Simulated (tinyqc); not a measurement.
Scattering rates of a carrier in a spherical band by Fermi's golden rule: one step, computed by the program tinyqc. Command: `OMP_NUM_THREADS=1 python tinyqc.py 3026288 3026289 out.jsonl scatter walk`. One thread of a shared host (Intel(R) Xeon(R) Processor @ 2.30GHz), about 0.01 s of CPU time with the checks.

All processes here are isotropic or elastic, and the rate listed is the momentum relaxation rate.

Problem. All rates at E. Parabolic band: E = hbar^2 k^2/(2 m), speed v = hbar k/m, states per spin, volume and energy g(E) = m k/(2 pi^2 hbar^2). Masses are multiplied by m_0 and all formulas are in SI units. Phonon occupation N_q = 1/(exp(hbar w/(k_B T)) - 1). Acoustic deformation potential (elastic, equipartition, absorption and emission together): 1/tau = 2 pi k_B T D_A^2 g(E)/(hbar rho v_l^2). Optical or intervalley deformation potential: 1/tau = (pi Z_f D_o^2/(rho w)) [N_q g(E + hbar w) + (N_q + 1) g(E - hbar w)], with g = 0 below the band edge. Singly charged impurities, momentum relaxation: 1/tau = N_I e^4 m (1 + 2 alpha E) Phi/(8 pi (eps_s eps_0)^2 hbar^3 k^3), with alpha = 0 for a parabolic band. Brooks-Herring: Phi = ln(1 + b) - b/(1 + b), b = 4 k^2 L_s^2. Debye screening by free carriers of density N_I: L_s = sqrt(eps_s eps_0 k_B T/(e^2 N_I)). Rates add: 1/tau_m is the sum, and the mean free path is v tau_m.

Inputs (values chosen for the exercise, modelled on holes in silicon):
```
quantity                                            value       unit
density-of-states mass of one valley m              0.502        m_0
static permittivity eps_s                            11.7          -
density rho                                          2329     kg/m^3
sound velocity v_l                                   8840        m/s
acoustic deformation potential D_A                    5.8         eV
phonon energy hbar w                                   62        meV
optical or intervalley deformation potential D_o      9.8  1e8 eV/cm
final valleys Z_f                                       1          -
ionised impurity density N_I                      1.5e+16     1/cm^3
temperature T                                          77          K
carrier energy E                                      310        meV
```

Crystal: non-polar. Band: parabolic. Impurity formula: Brooks-Herring. Further scattering: none.

Constants: k_B = 1.380649e-23 J/K; e = 1.602176634e-19 C; hbar = 1.054571817e-34 J s; m_0 = 9.1093837015e-31 kg; hbar = 6.582119569e-16 eV s; k_B = 8.617333262e-05 eV/K; eps_0 = 8.8541878128e-12 F/m.

Give: Momentum relaxation rates; momentum relaxation time tau_m; mean free path.

Solution.

Momentum relaxation rates:
```
process             rate (1/s)  share (%)
acoustic             1.265e+12      8.681
optical absorption   1.425e+09   0.009775
optical emission     1.330e+13      91.22
ionised impurity     1.290e+10    0.08848
```

momentum relaxation time tau_m = 68.61 fs

mean free path = 31.98 nm

The largest rate is optical emission (91 %), then acoustic (9 %).
